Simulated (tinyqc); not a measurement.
Band folding and unfolding in a supercell of a chain, step by step. Values are carried at full precision from step to step, so a last printed digit may differ when a step is redone from the rounded ones.

A chain with hopping -t and n = 4 sites a supercell. H(K) has v_j on the diagonal, -t between neighbours and -t exp(2 pi i K) on the bond that closes the cell (from the last site to the first of the next cell). The point K holds the n wave vectors k_m = (K + m)/n of the primitive zone, in 2 pi/a, m = 0 to n - 1, with E0 = -2t cos(2 pi k_m). The unfolding weight of a state c on k_m is |sum_j c_j exp(-2 pi i k_m j)|^2/n, j = 0 to n - 1.

Parameters, chosen for this exercise:
- t = 1.83 eV (hopping)
- v = (1.57, 0, 0, 0) eV (site energies in the supercell)
- Kq = 0.42 2 pi/(n a) (wave vector in the small zone)

## Folded levels and Fourier components

List k_m and E0; V_q = (1/n) sum_j v_j exp(-2 pi i q j/n) couples k_m to k_(m+q).

Folded band:

| m | k_m (2 pi/a) | E0 (eV) |
|---|---|---|
| 0 | 0.1050 | -2.8920 |
| 1 | 0.3550 | 2.2432 |
| 2 | 0.6050 | 2.8920 |
| 3 | 0.8550 | -2.2432 |

V_0, V_1, ... (eV): 0.3925  0.3925  0.3925

## Supercell Hamiltonian

Fill in H(K).

H (eV), lower triangle (Hermitian):
```
                1        2        3  4
1          1.5700
2         -1.8300        0
3               0  -1.8300        0
4  1.6036-0.8816i        0  -1.8300  0
```

## Levels and unfolding weights

Diagonalise and project each state on the k_m.

levels (eV): -2.69712  -1.77131  2.46572  3.57272

weights:
```
     level 1  level 2  level 3  level 4
m=0   0.8424   0.1476   0.0014   0.0086
m=1   0.0013   0.0115   0.7835   0.2037
m=2   0.0010   0.0085   0.2134   0.7770
m=3   0.1552   0.8324   0.0017   0.0106
```

The purest state keeps 84.2 % on one k and the most mixed (level 4) 77.7 %; rows and columns each add to one.

## Moments of the spectral function

For each k_m: mean sum_i W E_i and variance sum_i W E_i^2 less the mean squared. The mean must be E0 plus the average of v, and the variance that of v.

Moments:

| m | mean (eV) | variance (eV^2) |
|---|---|---|
| 0 | -2.499 | 0.462 |
| 1 | 2.636 | 0.462 |
| 2 | 3.284 | 0.462 |
| 3 | -1.851 | 0.462 |

The average of v is 0.3925 eV and its variance 0.4622 eV^2: the virtual crystal gives the mean, and the variance is the spread of weight over several levels that it leaves out.

## Checks

- Variance of the spectral function against the variance of v: they agree to 1e-10 or better.
- Levels for v = 0 against the folded band: they agree to 1e-10 or better.

Run: tinyqc, `OMP_NUM_THREADS=1 python tinyqc.py 1451331 1451332 out.jsonl`; Intel(R) Xeon(R) Processor @ 2.30GHz, one thread, shared host; about 0.01 s of CPU time with all checks.
